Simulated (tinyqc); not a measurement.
Changing the energy inside the band E: Koster-Slater impurity in a tight-binding band, by Green functions and by supercells. Computed by tinyqc, a small Python program. Command: `OMP_NUM_THREADS=1 python tinyqc.py 3013635 3013636 out.jsonl kosterslater sweep`. One thread of a shared host (Intel(R) Xeon(R) Processor @ 2.30GHz), about 0.09 s of CPU time with the checks.

One orbital per site, e(k) = -2 t sum cos(k_i) over 3 direction(s), band from -6 t to 6 t, lattice constant 1. One site has the extra energy U. Spin is left out.

Inputs (values chosen for the exercise, for a model band):
```
quantity,value,unit
hopping t,0.69,eV
impurity potential U,-5.24,eV
broadening eta,0.1,eV
impurity concentration c,0.0006,per site
```

Lattice: simple cubic.

Constants: hbar = 6.582119569e-16 eV s.

Method. Inside the band G0(z), z = E + i eta, comes from the chain form 1/(sqrt(y - 2t) sqrt(y + 2t)) (principal roots) at y = z + 2 t cos k + 2 t cos k', averaged over k and k' in (0, pi) with 200 Gauss-Legendre points each. T = U/(1 - U G0); phase shift delta = -arg(1 - U G0) in (-pi, pi]; host density of states -Im G0/pi; on the impurity -Im[G0/(1 - U G0)]/pi; lifetime of a band state hbar/(-2 c Im T).

One run for each value:
```
energy inside the band E (eV),host density of states (1/eV),density of states on the impurity (1/eV),phase shift delta (rad),scattering lifetime (fs)
-3.930,0.0224,0.02552,2.737,249
-3.060,0.0585,0.02988,2.383,213
-2.180,0.1009,0.02475,2.175,257
-1.310,0.1893,0.01831,1.819,347
-0.437,0.2005,0.01791,1.406,355
0.437,0.2005,0.01542,1.156,412
1.310,0.1893,0.01082,0.841,588
2.190,0.1003,0.00795,0.483,800
3.060,0.0585,0.00584,0.309,1089
3.930,0.0224,0.00269,0.128,2366
```

Over the rows, host density of states (1/eV) goes from 0.0224 through a maximum among these rows, 0.200 at -0.437, to 0.0224; density of states on the impurity (1/eV) goes from 0.0255 through a maximum among these rows, 0.0299 at -3.06, to 0.00269; phase shift delta (rad) falls from 2.74 to 0.128.

Extremes, crossings and ranges named in words are read from the listed rows.
